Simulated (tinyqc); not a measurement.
Inside a calculation. Model: MOS inversion layer, Poisson-Schroedinger loop.

tinyqc, about 0.2 s, one thread, Intel Xeon 2.30GHz (shared host): `OMP_NUM_THREADS=1 python tinyqc.py 2160006 2160007 out.jsonl` Printed values are rounded.

Electrons confined at an insulator interface at z = 0, treated as a hard wall; parabolic valleys, Hartree approximation, no image or exchange terms. The depletion charge lies far deeper than the electrons and gives a uniform field q Nd/(eps0 eps_r); the gate balances all charge. Energies are counted from the band edge at the interface.

Parameters, values chosen for the exercise; masses and permittivity close to those of In0.53Ga0.47As:
- T = 200 K (temperature)
- eps_r = 14 (relative permittivity)
- mz1 = 0.0403 m0 (mass along z of valley set A (1 valley(s)))
- md1 = 0.0412 m0 (in-plane density-of-states mass of set A)
- Ns = 2.7e12 cm^-2 (sheet density of electrons)
- Nd = 4.5e11 cm^-2 (sheet density of depletion charge)
- hz = 2.2 nm (mesh step)
- a = 0.5 (mixing factor)

Constants: q = 1.602176634e-19 C, kB = 1.380649e-23 J/K, hbar = 1.054571817e-34 J s, m0 = 9.1093837015e-31 kg, Vt = kB T/q, eps0 = 8.8541878128e-14 F/cm where lengths are in cm, hbar^2/(2 m0) = 0.0380998212 eV nm^2. Results are converted to the units shown.

Range of the model: The Fermi level lies over 0.25 eV above the band edge at the interface, where non-parabolicity matters for so light a mass.

## Fixed part of the potential

z, node 1 to 14 (nm): 2.2  4.4  6.6  8.8  11  13.2  15.4  17.6  19.8  22  24.2  26.4  28.6  30.8

V0 = q Nd z/(eps0 eps_r) in eV.

fixed potential V0, node 1 to 14 (eV): 0.012796  0.025592  0.038388  0.051183  0.063979  0.076775  0.089571  0.102367  0.115163  0.127958  0.140754  0.153550  0.166346  0.179142

## Round 1: levels and probability densities

self-consistent potential U at the start, node 1 to 14 (eV): 0  0  0  0  0  0  0  0  0  0  0  0  0  0

Tridiagonal Hamiltonian with psi = 0 one step beyond both ends: H_ii = C (1/m_(i-1/2) + 1/m_(i+1/2))/hz^2 + V0_i + U_i, H_(i,i+1) = -C/(m_(i+1/2) hz^2), C = hbar^2/(2 m0). The lowest 2 level(s) are kept, normalised to hz sum |psi|^2 = 1. The mass is the same on all intervals.

levels (eV): A1 0.073746, A2 0.128455

```
node	|psi|^2 of A1 (1/nm)	|psi|^2 of A2 (1/nm)
1	0.027881	0.0268199
2	0.079440	0.0531608
3	0.107087	0.0309574
4	0.098217	0.0016160
5	0.069352	0.0124214
6	0.040053	0.0512179
7	0.019605	0.0791295
8	0.008327	0.0785617
9	0.003119	0.0584881
10	0.001043	0.0349468
11	0.000313	0.0173089
12	0.000084	0.0071353
13	0.000019	0.0023261
14	0.000003	0.0004556
```

## Round 1: Fermi level and occupations

Level k holds N_k = D_k Vt ln(1 + exp((EF - E_k)/Vt)) with D = md1 m0 q/(pi hbar^2) per eV (spin included); EF is fixed by sum N_k = Ns.

EF = 0.179077 eV
N_k (cm^-2): A1 1.81345e12, A2 8.86553e11

## Round 1: density, output potential and mixing

n_i = sum_k N_k |psi_k|^2 (converted to cm^-3). Hartree part by Gauss: on the interval before node i the electrons still beyond are S_i = Ns - hz sum_(j<i) n_j, and U_i = U_(i-1) + q S_i hz/(eps0 eps_r) in eV, U_0 = 0 at the interface. Mixing: U(new) = U + a (U(out) - U).

```
node	n (1e18 cm^-3)	U(out) (eV)	U after round 1 (eV)
1	0.74339	0.076775	0.038388
2	1.91191	0.148900	0.074450
3	2.21643	0.209064	0.104532
4	1.79543	0.255363	0.127681
5	1.36778	0.290430	0.145215
6	1.18041	0.316940	0.158470
7	1.05706	0.336066	0.168033
8	0.84749	0.348580	0.174290
9	0.57510	0.355792	0.177896
10	0.32874	0.359406	0.179703
11	0.15914	0.360963	0.180482
12	0.06479	0.361526	0.180763
13	0.02098	0.361682	0.180841
14	0.00409	0.361708	0.180854
```

## Round 2: levels and probability densities

As before.

levels (eV): A1 0.174544, A2 0.271036

```
node	|psi|^2 of A1 (1/nm)	|psi|^2 of A2 (1/nm)
1	0.082641	0.0510924
2	0.154759	0.0390697
3	0.121988	0.0000141
4	0.061799	0.0410869
5	0.023537	0.0936369
6	0.007303	0.0976087
7	0.001941	0.0684346
8	0.000457	0.0371670
9	0.000098	0.0167759
10	0.000019	0.0065382
11	0.000004	0.0022428
12	0.000001	0.0006774
13	0.000000	0.0001723
14	0.000000	0.0000286
```

## Round 2: Fermi level and occupations

As before.

EF = 0.299731 eV
N_k (cm^-2): A1 2.15474e12, A2 5.45257e11

## Round 2: density, output potential and mixing

As before.

```
node	n (1e18 cm^-3)	U(out) (eV)	U after round 2 (eV)
1	2.05929	0.076775	0.057581
2	3.54769	0.140668	0.107559
3	2.62860	0.182367	0.143449
4	1.55563	0.207622	0.167652
5	1.01772	0.223146	0.184180
6	0.68958	0.232303	0.195387
7	0.41496	0.237146	0.202590
8	0.21250	0.239394	0.206842
9	0.09358	0.240312	0.209104
10	0.03606	0.240645	0.210174
11	0.01230	0.240752	0.210617
12	0.00371	0.240782	0.210772
13	0.00094	0.240788	0.210815
14	0.00016	0.240789	0.210822
```

## Course of the self-consistent loop

Start from U = 0. Stop when the largest |U(out) - U| is below 1e-7 eV, or after 120 rounds.

Course of the iteration:
```
round	level A1 (eV)	EF (eV)	largest |U(out) - U| (eV)
1	0.0737463	0.179077	0.362
2	0.174544	0.299731	0.0799
3	0.207666	0.333374	0.0348
4	0.222643	0.348091	0.0161
5	0.229698	0.354948	7.58e-3
6	0.233077	0.358230	3.60e-3
7	0.234708	0.359818	1.72e-3
8	0.235501	0.360591	8.42e-4
9	0.235887	0.360968	4.13e-4
...	...	...	...
13	0.236236	0.361311	2.42e-5
14	0.236247	0.361322	1.19e-5
15	0.236253	0.361327	5.90e-6
16	0.236255	0.361330	2.92e-6
17	0.236257	0.361331	1.44e-6
18	0.236257	0.361332	7.15e-7
19	0.236258	0.361332	3.55e-7
20	0.236258	0.361332	1.76e-7
21	0.236258	0.361332	8.73e-8
```

Converged in 21 rounds. Towards the end the residual shrinks by a factor of about 0.50 a round.

## Converged levels, occupations and centroid

converged U, node 1 to 14 (eV): 0.076775  0.137870  0.176154  0.199466  0.214366  0.223654  0.228904  0.231528  0.232685  0.233136  0.233291  0.233337  0.233348  0.233350

Solve for the levels with V0 + U, find EF, n_i = sum_k N_k |psi_k|^2 (in cm^-3); share of each level N_k/Ns; centroid sum n z/sum n.

levels (eV): A1 0.236258, A2 0.332503
EF = 0.361332 eV
shares (%): A1 79.7335, A2 20.2665
n, node 1 to 14 (in units of 1e18 cm^-3): 2.50647  3.64652  2.39317  1.34472  0.89724  0.64532  0.41984  0.23454  0.11282  0.04729  0.01742  0.00561  0.00151  0.00026
centroid = 6.68668 nm

An 800-node mesh to 53 nm with 8 levels a set gives A1 = 0.2399 eV, EF = 0.3657 eV and a centroid of 6.967 nm; the levels kept above hold 98.3 % of the electrons there. The coarse centroid is 4.0 % below the fine one.

## Closed-form estimates

Triangular well: E_k = a_k (C F^2/mz)^(1/3), a_1 = 2.338107, a_2 = 4.087949, C = hbar^2/(2 m0), F in eV/nm. Fang-Howard (all electrons in the lowest level of set A): b^3 = 6 (mz1/C) q (Nd + 11 Ns/32)/(eps0 eps_r), centroid 3/b, level C b^2/(4 mz1) + (3/b) q (Nd + 11 Ns/16)/(eps0 eps_r). Use F = q (Nd + Ns)/(eps0 eps_r), the surface field, and F = q (Nd + Ns/2)/(eps0 eps_r).

A1 with the surface field = 0.271581 eV
A1 with Nd + Ns/2 = 0.187014 eV
A2 with Nd + Ns/2 = 0.326976 eV
b = 0.483525 1/nm
Fang-Howard centroid = 6.20444 nm
Fang-Howard level = 0.240203 eV

Against the self-consistent A1 = 0.2399 eV on a fine mesh, the surface-field estimate is 13 % above it, the half-charge one 22 % below it and Fang-Howard 0.13 % above it. A1 holds 80.2 % of the electrons, and the Fang-Howard centroid is 11 % below the full one.
